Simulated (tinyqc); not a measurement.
## Saturation velocity and mobility from two gate lengths

Inverse problem. Isat = Cox vsat Vg (x - 1)/(x + 1) per width, x = sqrt(1 + 2 mu Vg/(m vsat L)), with no series resistance and the same overdrive Vg and mu at both lengths. Find vsat and mu.

Parameters, values chosen for the exercise: gate capacitance Cox = 1.92 uF/cm^2; body factor m = 1.32.

Vg = 2.02 V
Isat at L = 0.18 and 0.9 um (uA/um): 1365.6852  447.05661

Solution. The ratio of the currents depends on c = 2 mu Vg/(m vsat) alone and falls steadily from L2/L1 to 1 as c grows, so it fixes c; either current then gives vsat.

vsat = 1.20e7 cm/s
mu = 166 cm^2/(V s)

tinyqc, about 0.01 s, one thread, Intel Xeon 2.30GHz (shared host): `OMP_NUM_THREADS=1 python tinyqc.py 2500049 2500050 out.jsonl`
